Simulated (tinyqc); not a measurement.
Transmission against energy, and which matching rule a chain obeys: heterojunction of two tight-binding chains.

Left chain: hopping -t1, sites at 2 t1 (band bottom 0). Right chain: hopping -t2, sites at dE + 2 t2 (bottom dE). t = c/(m a^2), c = hbar^2/2m0. The bond across the interface is -tc with tc = f sqrt(t1 t2), and the last left site has the extra energy U. In a chain E = bottom + 2t (1 - cos(ka)); the surface Green function of a half chain is g = -exp(ika)/t, with Im k > 0 where cos(ka) > 1.

Constants: hbar^2/2m0 = 3.80998211 eV angstrom^2.

Inputs chosen for the exercise (masses and offset of the size met at GaN / AlGaN; shifted at random, so the results belong to these values and not to a real crystal): a = 3 angstrom (site spacing); m1 = 0.192 m0 (mass on the left); m2 = 0.271 m0 (mass on the right); dE = 0.51 eV (band offset); f = 1 (factor on the interface hopping); U = -0.45 eV (extra energy on the last left site).

Chain A is the junction as given; chain B has tc = sqrt(t1 t2) and U = 0; chain C has tc = t2 and U = t2 - t1, the finite-difference form of -d/dx (c/m) d/dx. Continuum formulas T = 4 x y/(x + y)^2 with parabolic k: x, y = k/m on each side (BenDaniel-Duke) or x, y = k (slope continuous).

T:
```
E - dE (eV)  E (eV)  chain A  chain B  chain C  k/m matched  k matched
0.002         0.512   0.1882   0.2508   0.1849       0.1899     0.2574
0.005         0.515   0.2806   0.3665   0.2758       0.2829     0.3753
0.010         0.520   0.3717   0.4755   0.3657       0.3744     0.4858
0.020         0.530   0.4804   0.5982   0.4729       0.4831     0.6094
0.050         0.560   0.6405   0.7628   0.6310       0.6423     0.7734
0.100         0.610   0.7586   0.8686   0.7473       0.7583     0.8772
0.200         0.710   0.8573   0.9430   0.8441       0.8538     0.9487
0.400         0.910   0.9270   0.9833   0.9117       0.9195     0.9859
```

Chain C follows the k/m rule within 0.0113 and chain B the plain k rule within 0.0112, while the two rules differ by up to 0.1311: in B the self-energy of the right side is -t1 exp(i k2 a), so only k2 enters, and in C it is -t2 exp(i k2 a), which carries 1/m2. Chain A, with f = 1 and U = -0.45 eV, has an interface term of its own and lies up to 0.1222 from B and 0.0153 from C.

(tinyqc, `OMP_NUM_THREADS=1 python tinyqc.py 1480154 1480155 out.jsonl`, Intel(R) Xeon(R) Processor @ 2.30GHz, 1 thread, shared host, about 0.01 s.)
